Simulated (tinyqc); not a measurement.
# Surface potential of a MOS transistor: implicit equation and explicit approximations: what changes with what

p-type body, charge-sheet picture, depletion and inversion only, full ionisation (an idealisation for deep acceptors), Boltzmann statistics (rough once Na exp(x - xn) passes about Nc/7). In units of Vt: xg = (Vg - Vfb)/Vt, x = psi/Vt, G = gamma/sqrt(Vt), xn = (2 phiF + Vc)/Vt. The implicit equation is (xg - x)^2 = G^2 [x - 1 + exp(x - xn)] for x above about 3. Cox = eps0 eox/tox.

Parameters, values chosen for the exercise; band and dielectric values close to those of silicon: temperature T = 400 K; band gap Eg = 1.1 eV; relative permittivity eps_r = 11.9; conduction-band density of states at T Nc = 4.26e19 cm^-3; valence-band density of states at T Nv = 4.08e19 cm^-3; relative permittivity of the gate insulator (close to zirconium oxide) eox = 25.1; insulator thickness tox = 57 nm; acceptor density Na = 1.6e18 cm^-3; flat-band voltage Vfb = -0.55 V; channel-body voltage Vc = 1 V; gate-body voltage Vg = 4.58 V.

Constants: q = 1.602176634e-19 C, kB = 1.380649e-23 J/K, Vt = kB T/q, eps0 = 8.8541878128e-14 F/cm where lengths are in cm. Results are converted to the units shown.

Each table varies one quantity; the others keep the values above.

## Accuracy of the approximations against gate voltage

ni = sqrt(Nc Nv) exp(-Eg/(2 Vt)), Eg in volts; phiF = Vt ln(Na/ni); gamma = sqrt(2 q eps0 eps_r Na)/Cox; VT = Vfb + Vt (xn + G sqrt(xn - 1)). Depletion value a = 1 + [sqrt(G^2/4 + xg - 1) - G/2]^2; inversion value b = xn + ln[(xg - xn)^2/G^2 - xn + 1] and first guess y = min(a, b) - ln(1 + exp(-|a - b|)) if a > xn + 1, else b = y = a; one second-order correction with D = exp(y - xn), p = 2 (xg - y) + G^2 (1 + D), w = (xg - y)^2 - G^2 (y - 1 + D): z = y + 2 w/(p + sqrt(p^2 - 2 (2 - G^2 D) w)), or the Newton step z = y + w/p where the root is not real. N_inv = (Cox Vt G/q) [sqrt(x - 1 + exp(x - xn)) - sqrt(x - 1)] at the root. Lambert form (Cox m Vt/q) W0[(G/(2 m sqrt(xn - 1))) exp((Vg - VT)/(m Vt))], m = 1 + G/(2 sqrt(xn - 1)). Errors under 1e-4 mV, and the linear form below VT, are printed as 0.

Accuracy of the approximations against gate voltage:

| Vg (V) | psi (V) | x - xn | error of y (mV) | error of z (mV) | N_inv (cm^-2) | Cox (Vg - VT)/q (cm^-2) | Lambert form (cm^-2) |
|---|---|---|---|---|---|---|---|
| 3.48 | 1.641 | -6.802 | 0.0163 | 0 | 6.937e7 | 0 | 5.894e7 |
| 3.68 | 1.756 | -3.462 | 0.452 | 0 | 1.890e9 | 0 | 1.787e9 |
| 3.88 | 1.864 | -0.3400 | 10.0 | -0.0405 | 4.147e10 | 0 | 4.147e10 |
| 4.08 | 1.928 | 1.538 | 12.3 | -0.235 | 2.619e11 | 4.798e11 | 2.647e11 |
| 4.28 | 1.959 | 2.437 | 14.8 | -0.570 | 6.216e11 | 9.665e11 | 6.285e11 |
| 4.48 | 1.978 | 2.979 | 12.0 | -0.296 | 1.032e12 | 1.453e12 | 1.043e12 |
| 4.68 | 1.991 | 3.363 | 9.90 | -0.162 | 1.465e12 | 1.940e12 | 1.480e12 |
| 4.88 | 2.001 | 3.661 | 8.48 | -0.0994 | 1.910e12 | 2.427e12 | 1.929e12 |
| 5.08 | 2.010 | 3.906 | 7.46 | -0.0665 | 2.362e12 | 2.913e12 | 2.386e12 |

psi rises from 1.64 to 2.01 V and ends 3.9 Vt above 2 phiF + Vc. Among the rows the first guess is off by at most 15 mV (at Vg = 4.28 V) and the corrected value by at most 0.57 mV. In the last row the linear form is 23 % above N_inv and the Lambert form 1.0 % above it; in the first row the Lambert form is 15 % below it. For Vg = 4.08, 4.28, 4.48, 4.68, 4.88, 5.08 the electron quasi-Fermi level lies less than 2 Vt below the band edge at the surface, or above it, where degeneracy and confinement, left out, matter.

## Effect of the acceptor density at fixed gate voltage

Same model as above.

Vfb is held fixed.

Results:

| Na (cm^-3) | psi (V) | x - xn | error of y (mV) | error of z (mV) | N_inv (cm^-2) | Cox (Vg - VT)/q (cm^-2) | Lambert form (cm^-2) |
|---|---|---|---|---|---|---|---|
| 5.3e16 | 1.910 | 7.824 | 5.75 | -0.0300 | 6.692e12 | 7.434e12 | 6.825e12 |
| 2e17 | 1.953 | 6.403 | 5.34 | -0.0237 | 5.486e12 | 6.156e12 | 5.571e12 |
| 3.7e17 | 1.970 | 5.691 | 5.46 | -0.0253 | 4.619e12 | 5.256e12 | 4.683e12 |
| 7.1e17 | 1.986 | 4.831 | 6.18 | -0.0371 | 3.383e12 | 3.974e12 | 3.424e12 |
| 1.4e18 | 1.989 | 3.565 | 9.27 | -0.132 | 1.645e12 | 2.136e12 | 1.662e12 |
| 2.6e18 | 1.867 | -1.198 | 4.89 | -2.26e-3 | 2.244e10 | 0 | 2.218e10 |
| 5e18 | 1.333 | -18.01 | 0 | 0 | 1842 | 0 | 581.1 |

Estimate the missing row, Na = 1e17 cm^-3.

Computed row:

| Na (cm^-3) | psi (V) | x - xn | error of y (mV) | error of z (mV) | N_inv (cm^-2) | Cox (Vg - VT)/q (cm^-2) | Lambert form (cm^-2) |
|---|---|---|---|---|---|---|---|
| 1e17 | 1.931 | 7.156 | 5.49 | -0.0259 | 6.206e12 | 6.913e12 | 6.315e12 |

With this row back in the table: As Na goes from 5.3e16 to 5e18, psi goes from 1.91 through a maximum of 1.99 (at Na = 1.4e18 among the rows listed) to 1.33 V, x - xn falls from 7.82 to -18.0 and N_inv falls from 6.69e12 to 1840 cm^-2. The Lambert form lies between 0.316 and 1.02 times N_inv. For Na = 5.3e16, 1e17, 2e17, 3.7e17, 7.1e17, 1.4e18 the electron quasi-Fermi level lies less than 2 Vt below the band edge at the surface, or above it, where degeneracy and confinement, left out, matter.

Computed by the program tinyqc: `OMP_NUM_THREADS=1 python tinyqc.py 2122002 2122003 out.jsonl`, one thread of a shared Intel Xeon 2.30GHz, about 0.01 s for the whole run.
